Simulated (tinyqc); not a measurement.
From results back to parameters: carrier statistics of a doped semiconductor with parabolic bands. Four cases, with inputs chosen for the exercise.

Problem. With Boltzmann statistics and no minority carriers, n (n + NA)/(ND - NA - n) = K(T) = (N(T)/2) exp(-E/kB T), E the ionisation energy of the majority dopant and N = 2 (m kB T/(4 pi c))^(3/2) with c = hbar^2/2m0, in 1/angstrom^3; times 1e24 for 1/cm^3, m = m_d. The density below was computed from a hidden E.

Constants: hbar^2/2m0 = 3.80998211 eV angstrom^2; kB = 8.617333262e-05 eV/K.

Find: K(Ta); E.

Method. The left side gives K; then E = kB T ln(N/(2 K)).

Case 1.

Values chosen (near those of AlAs; not measured data): ND = 8.7e+14 1/cm^3 (donors); NA = 1.3e+12 1/cm^3 (acceptors); m_d = 0.761 m0 (density-of-states mass of the majority band); Ta = 104 K.

n(Ta) = 4.5898e+14 1/cm^3

Solution.

K(Ta) = 5.16e+14 1/cm^3
E = 0.0726 eV

Case 2.

Values chosen (near those of SiC; not measured data): ND = 1.1e+15 1/cm^3 (donors); NA = 5.8e+14 1/cm^3 (acceptors); m_d = 0.787 m0 (density-of-states mass of the majority band); Ta = 61 K.

n(Ta) = 9.1228e+12 1/cm^3

Solution.

K(Ta) = 1.05e+13 1/cm^3
E = 0.0591 eV

Case 3.

Values chosen (near those of GaSb; not measured data): ND = 6.9e+13 1/cm^3 (donors); NA = 3.3e+13 1/cm^3 (acceptors); m_d = 0.04 m0 (density-of-states mass of the majority band); Ta = 10 K.

n(Ta) = 1.0291e+13 1/cm^3

Solution.

K(Ta) = 1.73e+13 1/cm^3
E = 0.0031 eV

Case 4.

Values chosen (near those of Ge; not measured data): ND = 5e+15 1/cm^3 (donors); NA = 2.6e+15 1/cm^3 (acceptors); m_d = 0.547 m0 (density-of-states mass of the majority band); Ta = 12 K.

n(Ta) = 3.4194e+11 1/cm^3

Solution.

K(Ta) = 3.71e+11 1/cm^3
E = 0.0120 eV

Computed by tinyqc, one run a case: `OMP_NUM_THREADS=1 python tinyqc.py N N+1 out.jsonl` with N = 1681867, 1681933, 1682192, 1682195; one thread of a shared Intel(R) Xeon(R) Processor @ 2.30GHz, about 0.01 s a run at most.
